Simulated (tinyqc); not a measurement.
Insulator thickness and V0 from two charges.

Problem. In an undoped wire Vg - V0 = Q/Cox + Vt ln(Q/Q0) + Vt ln(1 + Q/Q0) at the source, with Q0 = 4 eps0 eps_r Vt/R and Cox = eps0 eox/(R ln(1 + tox/R)). Find Cox, tox and V0.

Parameters, values chosen for the exercise; material values close to those of germanium: temperature T = 325 K; relative permittivity of the semiconductor eps_r = 15.7; relative permittivity of the gate insulator eox = 4.03; wire radius R = 15 nm.

Constants: q = 1.602176634e-19 C, kB = 1.380649e-23 J/K, Vt = kB T/q, eps0 = 8.8541878128e-14 F/cm where lengths are in cm. Results are converted to the units shown.

Qs at Vg = 0.67 and 1.07 V (nC/cm^2): [267.73132, 669.08022]

Solution. The two equations are linear in 1/Cox and V0; tox follows by inverting the logarithm.

Cox = 1.13 uF/cm^2
tox = 3.50 nm
V0 = 0.372 V

tinyqc, about 0.04 s, one thread, Intel Xeon 2.30GHz (shared host): `OMP_NUM_THREADS=1 python tinyqc.py 2460131 2460132 out.jsonl`
